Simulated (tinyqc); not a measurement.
# p-n diode with diffusion and depletion-layer recombination: currents and ideality against junction voltage

Abrupt junction in the depletion approximation, low injection, full ionisation, neutral widths fixed, ohmic contact on the p side. Vj is the junction voltage; where a series resistance Rs is given, V = Vj + J Rs is the terminal voltage.

ni = sqrt(Nc Nv) exp(-Eg/(2 Vt)), Eg in volts; D = mu Vt; Ln = sqrt(Dn tn), Lp = sqrt(Dp tp); J0n = q ni^2 Dn coth(wp/Ln)/(Ln Na); J0p = (q ni^2 Dp/(Lp Nd)) (s + tanh(wn/Lp))/(1 + s tanh(wn/Lp)), s = Sp Lp/Dp. J_diff = (J0n + J0p)(exp(Vj/Vt) - 1). Vbi = Vt ln(Na Nd/ni^2), W = sqrt(2 eps0 eps_r (Vbi - Vj)(1/Na + 1/Nd)/q), xp = W Nd/(Na + Nd), xn = W Na/(Na + Nd); u(x) = q Na (x + xp)^2/(2 eps0 eps_r) for x < 0 and Vbi - Vj - q Nd (xn - x)^2/(2 eps0 eps_r) for x > 0; p = Na exp(-u/Vt), n = Nd exp((u - Vbi + Vj)/Vt); U = ni^2 (exp(Vj/Vt) - 1)/(tp (n + ni exp(Et/Vt)) + tn (p + ni exp(-Et/Vt))); J_scr = q times the integral of U from -xp to xn. J = J_diff + J_scr. Ideality = (1/Vt) dVj/d ln J or (1/Vt) dV/d ln J; last column ni^2 exp(Vj/Vt)/N^2.

Values chosen for this exercise; band and dielectric values those of a made-up semiconductor: temperature T = 273 K; band gap Eg = 1.02 eV; relative permittivity eps_r = 9.27; conduction-band density of states at T Nc = 2.97e19 cm^-3; valence-band density of states at T Nv = 2.75e19 cm^-3; acceptor density Na = 1.2e16 cm^-3; donor density Nd = 1.3e17 cm^-3; electron mobility in the p side mun = 1100 cm^2/(V s); hole mobility in the n side mup = 310 cm^2/(V s); electron lifetime tn = 1e-8 s; hole lifetime tp = 6e-9 s; neutral width of the p side wp = 47 um; neutral width of the n side wn = 1.5 um; recombination velocity at the n contact Sp = 3e5 cm/s; series resistance Rs = 0.012 ohm cm^2; trap level above the intrinsic level Et = 0 eV.

Constants: q = 1.602176634e-19 C, kB = 1.380649e-23 J/K, Vt = kB T/q, eps0 = 8.8541878128e-14 F/cm where lengths are in cm. Results are converted to the units shown.

Results:
columns A: Vj (V); B: J_diff (A/cm^2); C: J_scr (A/cm^2); D: J (A/cm^2); E: V (V); F: ideality against Vj; G: ideality against V; H: minority/doping, lighter side
```
A            B         C         D       E      F      G         H
0.18  1.885e-7  1.136e-5  1.155e-5  0.1800  1.851  1.851  1.765e-9
0.23  1.580e-6  3.515e-5  3.673e-5  0.2300  1.814  1.814  1.478e-8
0.28  1.323e-5  1.089e-4  1.221e-4  0.2800  1.712  1.712  1.238e-7
0.37  6.069e-4  8.548e-4  0.001462  0.3700  1.363  1.363  5.679e-6
0.42  0.005083  0.002751  0.007835  0.4201  1.185  1.189  4.757e-5
0.47   0.04258  0.009095   0.05167  0.4706  1.082  1.108  3.984e-4
0.52    0.3566   0.03109    0.3877  0.5247  1.034  1.232  0.003337
0.57     2.987    0.1092     3.096  0.6072  1.015  2.594   0.02795
```

Estimate the missing row, Vj = 0.32 V.

Computed row:
columns A: Vj (V); B: J_diff (A/cm^2); C: J_scr (A/cm^2); D: J (A/cm^2); E: V (V); F: ideality against Vj; G: ideality against V; H: minority/doping, lighter side
```
A            B         C         D       E      F      G         H
0.32  7.246e-5  2.707e-4  3.431e-4  0.3200  1.574  1.574  6.780e-7
```

With this row back in the table: The ideality against Vj falls from 1.85 to 1.01. Diffusion overtakes recombination in the layer between Vj = 0.37 and 0.42 V. J_scr alone has an ideality of 1.88 between the first two rows and 1.69 between the last two. From Vj = 0.52 V the series resistance raises the terminal ideality by over a tenth; there J Rs = 0.20 Vt.

Program tinyqc, `OMP_NUM_THREADS=1 python tinyqc.py 2260103 2260104 out.jsonl`; Intel Xeon 2.30GHz, shared host, one thread, about 0.01 s.
